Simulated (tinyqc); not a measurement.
Inside a calculation. Model: two-valley model of the transferred-electron effect. Computed by tinyqc, a small Python program that keeps every step. Command: `OMP_NUM_THREADS=1 python tinyqc.py 3019209 3019210 out.jsonl gunn walk`. One thread of a shared host (Intel(R) Xeon(R) Processor @ 2.30GHz), about 0.01 s of CPU time with the checks. Intermediate numbers are printed to about 6 digits and carried at full precision; extremes and crossings named in words are read from the listed rows.

Both kinds of valley share one electron temperature T_e, and each has a constant mobility.

Inputs (values chosen for the exercise, modelled on CdTe): central-valley mass m1 = 0.094 m_0; satellite-valley mass m2 = 0.31 m_0; satellite valleys Z = 4; valley separation dE = 0.48 eV; central-valley mobility mu1 = 1100 cm^2/(V s); satellite-valley mobility mu2 = 92 cm^2/(V s); energy relaxation time tau_E = 0.72 ps; lattice temperature T = 300 K; electric field F = 37 kV/cm; mixing = 0.8; iteration cap = 30.

Solver: damped fixed point.

Constants: k_B = 8.617333262e-05 eV/K.

## Equilibrium

Density-of-states ratio R = Z (m2/m1)^(3/2); n2/n1 = R exp(-dE/(k_B T_e)); mean mobility mu = (mu1 + mu2 n2/n1)/(1 + n2/n1); energy balance e mu F^2 = (3/2) k_B (T_e - T)/tau_E; v = mu F.

R = 23.9558

n2/n1 without field = 2.06902e-07

low-field mobility = 1100.00 cm^2/(V s)

dE is 18.6 k_B T, so the satellites are empty without field.

## First two iterations

Fixed point from T_e = T: T_out = T + (2/3) e mu(T_e) F^2 tau_E/k_B, T_new = T_e + mixing (T_out - T_e); stop when |T_out - T_e| is below 1e-6 K.

T_out of iteration 1 = 8688.12 K

T_e after iteration 1 = 7010.49 K

mu at that T_e = 177.258 cm^2/(V s)

T_e after iteration 2 = 2723.45 K

## Electron temperature

The formulas are those given above.

Course of the iteration:
```
iteration  T_e (K)  mu (cm^2/(V s))  |T_out - T_e| (K)
1           300.00          1100.00        8.38812e+03
2          7010.49           177.26        5.35880e+03
3          2723.45           337.94        1.53508e+02
4          2846.26           321.90        9.15751e+01
5          2773.00           331.21        5.26347e+01
6          2815.11           325.77        3.09429e+01
7          2790.35           328.93        1.79588e+01
...            ...              ...                ...
24         2799.41           327.77        1.87862e-03
25         2799.41           327.77        1.09560e-03
26         2799.41           327.77        6.38946e-04
27         2799.41           327.77        3.72629e-04
28         2799.41           327.77        2.17315e-04
29         2799.41           327.77        1.26737e-04
30         2799.41           327.77        7.39119e-05
```

electron temperature T_e = 2799.41 K

Not converged within 30 iterations: the residual falls at every step, but slowly, by a factor of about 0.583 a step. T_e jumps up and down: T_out falls steeply as T_e rises, since hot electrons move to the slow valleys, and this mixing overshoots.

Reruns converge with mixing = 0.1, iteration cap = 600; or with mixing = 0.03, iteration cap = 600; or with solver = bisection, iteration cap = 600.
